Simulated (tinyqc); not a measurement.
Box-like doped layer, carriers, mobility and sheet resistance: two steps of the calculation.

An n-type layer from the surface x = 0 to the junction xj, N(x) = N0 for x < xb and N0 10^(-(x - xb)/Lt) beyond. Local neutrality (no depletion at surface or junction, no spilling of carriers), intrinsic carriers neglected, full ionisation of active dopants.

Parameters, values chosen for the exercise; values close to those of arsenic in silicon over a p-type background:
- T = 400 K (temperature)
- Nb = 1.8e14 cm^-3 (background doping of the opposite type)
- N0 = 1.7e20 cm^-3 (peak chemical concentration)
- m1 = 52.5 cm^2/(V s) (mobility limit at high doping)
- m2 = 1390 cm^2/(V s) (mobility limit at low doping, at 300 K)
- Nr = 9.49e16 cm^-3 (reference doping of the mobility law)
- am = 0.698 (exponent of the mobility law)
- bt = 1.9 (temperature exponent of m2)
- Ns = 2.01e20 cm^-3 (solubility limit of active dopant)
- xb = 100 nm (depth of the flat top)
- Lt = 27 nm/decade (abruptness of the tail)

Constants: q = 1.602176634e-19 C. Results are converted to the units shown.

Question 1. Junction depth and local values. xj = xb + Lt log10(N0/Nb); 10 equal steps from 0 to xj. Active dopant A = min(N, Ns); n = A - Nb; mobility mu = m1 + (m2 (T/300 K)^(-bt) - m1)/(1 + ((A + Nb)/Nr)^am).

Wanted: xj; x; N; A; n; mu.

Answer 1.

xj = 261.3 nm

```
point  x (nm)  N (cm^-3)  A (cm^-3)  n (1e20 cm^-3)  mu (cm^2/(V s))
0         0.0   1.700e20   1.700e20           1.700            56.51
1        26.1   1.700e20   1.700e20           1.700            56.51
2        52.3   1.700e20   1.700e20           1.700            56.51
3        78.4   1.700e20   1.700e20           1.700            56.51
4       104.5   1.155e20   1.155e20           1.155            57.74
5       130.7   1.244e19   1.244e19           0.124            76.72
6       156.8   1.339e18   1.339e18           0.013            154.9
7       182.9   1.442e17   1.442e17           0.001            373.9
8       209.1   1.553e16   1.553e16           0.000            637.9
9       235.2   1.672e15   1.672e15           0.000            759.4
10      261.3   1.800e14   1.800e14           0.000            789.6
```

The mobility runs from 56.5 to 790 cm^2/(V s).

Question 2. Sheet quantities by the trapezoid rule. Dose = integral of N, carrier sheet density = integral of n, 1/Rs = q integral of n mu, mean mobility 1/(q Rs sheet density), Hall mobility (unit Hall factor) = integral of n mu^2 over integral of n mu, Hall sheet density = (integral of n mu)^2/integral of n mu^2; all from 0 to xj.

```
point     x (nm)     N (cm^-3)  n (1e20 cm^-3)  mu (cm^2/(V s))
0        0.00000        1.7e20       1.6999982        56.511310
1       26.13298        1.7e20       1.6999982        56.511310
2       52.26595        1.7e20       1.6999982        56.511310
3       78.39893        1.7e20       1.6999982        56.511310
4      104.53191  1.1550494e20       1.1550476        57.744785
5      130.66488  1.2436912e19       0.1243673        76.717856
6      156.79786  1.3391356e18       0.0133896        154.90893
7      182.93083  1.4419046e17       0.0014401        373.91717
8      209.06381  1.5525605e16       0.0001535        637.90463
9      235.19679  1.6717084e15       0.0000149        759.40555
10     261.32976        1.8e14       0.0000000        789.63857
```

Give: dose; carrier sheet density; Rs; mean mobility; Hall mobility; Hall sheet density.

Answer 2.

dose = 1.8932e15 cm^-2
carrier sheet density = 1.8932e15 cm^-2
Rs = 57.523 ohm/square
mean mobility = 57.314 cm^2/(V s)
Hall mobility = 58.233 cm^2/(V s)
Hall sheet density = 1.8633e15 cm^-2

Carriers make up 100 % of the dose. A Hall measurement weights the mobile tail, so its sheet density is 1.6 % below the true one.

Numbers from tinyqc (`OMP_NUM_THREADS=1 python tinyqc.py 2110012 2110013 out.jsonl`; about 0.01 s on one thread of a shared Intel Xeon 2.30GHz).
